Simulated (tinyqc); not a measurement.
Inside a calculation. Method: UHF in the 6-311g basis, for H2-, spin multiplicity 2. The basis has no diffuse functions, so it cannot describe the extra electron: this is an exercise in the method, not the real anion. One step of it, computed by the program tinyqc.

Problem. Iteration 2: DIIS coefficients. Solve [B -1; -1 0][c; lambda] = [0; -1] for the coefficients, which sum to one.

B (overlaps of the stored error matrices):
```
               1              2
1  4.6098594e-01  3.0688438e-02
2  3.0688438e-02  9.7401855e-03
```

Give: DIIS coefficients.

Solution.

DIIS coefficients: -0.051  1.051
